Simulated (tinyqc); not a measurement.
## Scale length and length offset from two DIBL values

Problem. DIBL = exp(-Le/(2 l)) + 2 exp(-Le/l) with Le = L - dL. Find l, dL and the drawn length for a DIBL of 100 mV/V.

DIBL at drawn lengths 42 and 70 nm (mV/V): [80.756958, 10.895236]

Solution. With e = exp(-Le/(2 l)), 2 e^2 + e = DIBL gives e and so Le/l at each length; Le/l is a straight line in L with slope 1/l.

l = 7.400 nm
dL = 2.800 nm
length for 100 mV/V = 39.21 nm

Computed by the program tinyqc: `OMP_NUM_THREADS=1 python tinyqc.py 2002067 2002068 out.jsonl`, one thread of a shared Intel Xeon 2.30GHz, about 0.01 s for the whole run.
